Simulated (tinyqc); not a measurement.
# Ground and coupling capacitance from two measurements

Inverse problem. A line has Cg to the planes and Cc to each of two neighbours. Find Cg, Cc, the load when both neighbours switch in antiphase, and the pulse on the line when it floats and both neighbours swing by Vx.

Inputs (values chosen for the exercise): swing Vx = 1 V.

capacitance with neighbours driven alike and with neighbours grounded (aF/um): [88, 308]

Answer. Driven alike, Cc carries no charge, which leaves Cg; grounded neighbours give Cg + 2 Cc, antiphase Cg + 4 Cc; a floating line divides the swing as 2 Cc/(Cg + 2 Cc).

Cg = 88.0 aF/um
Cc = 110 aF/um
load in antiphase = 528 aF/um
pulse = 0.714 V

tinyqc, about 0.7 s, one thread, Intel Xeon 2.30GHz (shared host): `OMP_NUM_THREADS=1 python tinyqc.py 2790151 2790152 out.jsonl`
